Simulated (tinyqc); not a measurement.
Liquidus of a compound AB in a simple-solution melt, liquid-phase epitaxy and vapour pressures. Changing the interaction slope b. Computed by tinyqc, a small Python program. Command: `OMP_NUM_THREADS=1 python tinyqc.py 3005906 3005907 out.jsonl liq35 sweep`. One thread of a shared host (Intel(R) Xeon(R) Processor @ 2.30GHz), about 0.02 s of CPU time with the checks.

x is the atom fraction of B in the melt. The melt is a simple solution: R T ln gamma_B = W (1 - x)^2, R T ln gamma_A = W x^2, W = a + b T. The solid AB is stoichiometric.

Inputs (values chosen for the exercise, for a model compound):

| quantity | value | unit |
|---|---|---|
| melting point T_F | 1378 | K |
| entropy of fusion S_F | 57 | J/(mol K) |
| interaction a | 18.9 | kJ/mol |
| saturation temperature T | 901 | K |
| heat of evaporation of A | 242 | kJ/mol |
| entropy of evaporation of A | 112 | J/(mol K) |
| heat of evaporation of B as (1/2) B2 | 104 | kJ/mol |
| entropy of evaporation of B as (1/2) B2 | 71.7 | J/(mol K) |

Constants: R = 8.314462618 J/(mol K).

Method:
- Liquidus (Vieland): f(x) = R T ln[4 x (1 - x)] + 2 W (1/2 - x)^2 + S_F (T_F - T) = 0.
- Newton steps with f' = (1 - 2x)[R T/(x (1 - x)) - 2 W], from the dilute estimate x = (1/4) exp[-(S_F (T_F - T) + W/2)/(R T)]; stop below 1e-13; f under 1e-6 shown as 0.
- Over the A-rich liquidus: p_A = gamma_A (1 - x) exp(S_A/R - H_A/(R T)), p_B2 = [gamma_B x exp(S_B/R - H_B/(R T))]^2, in bar. Free evaporation is congruent while the A flux over this liquidus is at least the B flux; with A and B2 taken as equal in mass for the estimate, T_c solves p_A = 2 p_B2.

One run for each value:

| interaction slope b (J/(mol K)) | solubility x | W (kJ/mol) | congruent temperature T_c (K) | log10 p_B2 |
|---|---|---|---|---|
| -30.6 | 0.01166 | -8.6706 | 1051 | -9.417 |
| -27.3 | 0.00966 | -5.6973 | 1023 | -9.246 |
| -24.0 | 0.00797 | -2.7240 | 995 | -9.076 |
| -20.7 | 0.00657 | 0.2493 | 967 | -8.904 |
| -17.5 | 0.00544 | 3.1325 | 940 | -8.738 |
| -14.2 | 0.00446 | 6.1058 | 914 | -8.567 |
| -10.9 | 0.00366 | 9.0791 | 888 | -8.395 |

What does the table show?

Over the rows, solubility x falls from 0.0117 to 0.00366; W (kJ/mol) rises from -8.67 to 9.08; congruent temperature T_c (K) falls from 1050 to 888.  Left out: -7.64 (T too near T_F, or W above 1.5 R T).

Extremes, crossings and ranges named in words are read from the listed rows.
